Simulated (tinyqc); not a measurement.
Physical sputtering: collision-cascade yield, angular dependence, faceting and resputtering in deposition: one step, computed by the program tinyqc.

Ions start collision cascades; atoms that reach the surface with more than U leave. The target is amorphous or fine-grained.

Problem. Yield at normal incidence. gamma = 4 M1 M2/(M1 + M2)^2; threshold E_th = 6.7 U/gamma for M1 >= M2, else U (1 + 5.7 M1/M2)/gamma. eps = 0.03255 M2 E/(Z1 Z2 (M1 + M2) z), z = (Z1^(2/3) + Z2^(2/3))^(1/2), E in eV; s_n = 3.441 sqrt(eps) ln(eps + 2.718)/(1 + 6.355 sqrt(eps) + eps (6.882 sqrt(eps) - 1.708)); S_n = 84.78 Z1 Z2 M1 s_n/((M1 + M2) z) in eV angstrom^2; alpha = 0.249 (M2/M1)^0.56 + 0.0035 (M2/M1)^1.5 for M1 <= M2, else 0.0875 (M2/M1)^(-0.15) + 0.165 M2/M1; Y0 = 0.042 Q alpha S_n/U [1 - sqrt(E_th/E)]^2.5 (the electronic-loss factor of the full formula is dropped). Erosion rate = Y0 J/(e N); 1 cm^2 = 1e14 nm^2.

Inputs (values chosen for the exercise, modelled on neon ions on aluminium):
```
quantity                  value     unit
ion Z1                       10        -
ion mass M1                20.2        u
target Z2                    13        -
target mass M2            26.98        u
surface binding energy U   3.39       eV
target density N           60.2   1/nm^3
fit factor Q                  1        -
ion energy E               2200       eV
current density J          0.44  mA/cm^2
```

Constants: e = 1.602176634e-19 C.

Give: energy transfer factor gamma; threshold E_th; reduced energy eps; nuclear stopping S_n; alpha; yield Y0; erosion rate.

Solution.

energy transfer factor gamma = 0.97935

threshold E_th = 18.234 eV

reduced energy eps = 0.098775

nuclear stopping S_n = 544.71 eV angstrom^2

alpha = 0.29821

yield Y0 = 1.5853 atoms per ion

erosion rate = 43.392 nm/min

The threshold factor is 0.788; the energy cost is 1390 eV per removed atom, 409 times U.
